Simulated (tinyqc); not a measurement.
Inputs raised by 2 %, one at a time: gas flow in a process chamber: flow regimes, conductance, effective pumping speed, pump-down, outgassing and purge. Computed by tinyqc, a small Python program. Command: `OMP_NUM_THREADS=1 python tinyqc.py 3120110 3120111 out.jsonl pump sens`. One thread of a shared host (Intel(R) Xeon(R) Processor @ 2.30GHz), about 0.01 s of CPU time with the checks.

Ideal gas, isothermal flow, a pump of constant speed at the end of a round pipe; process gas, volume gas and outgassing are given the same properties. 1 sccm = 101325 Pa x 1e-6 m^3/60 s x T/273.15 K.

Inputs (values chosen for the exercise, modelled on hydrogen near room temperature):
```
quantity,value,unit
molar mass M,2.016,g/mol
molecular diameter,0.27,nm
viscosity eta,8.9,micropascal s
temperature T,293,K
chamber volume V,28,L
pipe diameter d,2.5,cm
pipe length l,110,cm
pump speed S,5.9,L/s
process gas flow,35,sccm
```

Constants: k_B = 1.380649e-23 J/K; u = 1.6605390666e-27 kg.

Method:
- Mean speed c = sqrt(8 k_B T/(pi m)); aperture conductance C_a = c pi d^2/16; molecular pipe C_m = C_a/(1 + 3 l/(4 d)) (Dushman form); viscous pipe C_v = pi d^4 p_mean/(128 eta l); Knudsen interpolation C = C_v + C_m (1 + x)/(1 + 1.24 x), x = d p_mean sqrt(m/(k_B T))/eta.
- Effective speed 1/S_eff = 1/S + 1/C_m; time constant V/S_eff; pressure at which the free path k_B T/(sqrt2 pi d_m^2 p) equals d.
- Steady flow: the pump inlet is at p_2 = Q/S, and the chamber pressure p_1 solves Q = C((p_1 + p_2)/2) (p_1 - p_2). Residence time = p_1 V/Q.
- Knudsen number = free path at the mean pressure over d.

Runs:
```
input moved,from,to,chamber pressure p_1 (Pa),S_eff in molecular flow (L/s),residence time (s),conductance C (L/s)
base run,-,-,14.38,3.054,6.351,17.44
molar mass M (g/mol),2.016,2.05632,14.39,3.039,6.356,17.39
chamber volume V (L),28,28.56,14.38,3.054,6.478,17.44
pipe diameter d (cm),2.5,2.55,14.15,3.141,6.248,18.64
pipe length l (cm),110,112.2,14.45,3.026,6.380,17.13
pump speed S (L/s),5.9,6.018,14.21,3.085,6.276,17.25
process gas flow (sccm),35,35.7,14.62,3.054,6.331,17.66
```

Exponents ln(y'/y) / ln(x'/x):
```
input,chamber pressure p_1,S_eff in molecular flow,residence time,conductance C
molar mass M,0.034,-0.242,0.034,-0.134
chamber volume V,0.000,0.000,1.000,0.000
pipe diameter d,-0.829,1.411,-0.829,3.363
pipe length l,0.229,-0.471,0.229,-0.899
pump speed S,-0.605,0.515,-0.605,-0.543
process gas flow,0.839,0.000,-0.161,0.641
```

Among the inputs moved here: chamber pressure p_1 answers most in size to process gas flow (exponent +0.839), and about equally to pipe diameter d (-0.829); its exponent is below 0.0005 for chamber volume V. S_eff in molecular flow answers most in size to pipe diameter d (exponent +1.411), next to pump speed S (+0.515); its exponent is below 0.0005 for chamber volume V, process gas flow. Residence time answers most in size to chamber volume V (exponent +1.000), next to pipe diameter d (-0.829). Conductance C answers most in size to pipe diameter d (exponent +3.363), next to pipe length l (-0.899); its exponent is below 0.0005 for chamber volume V.
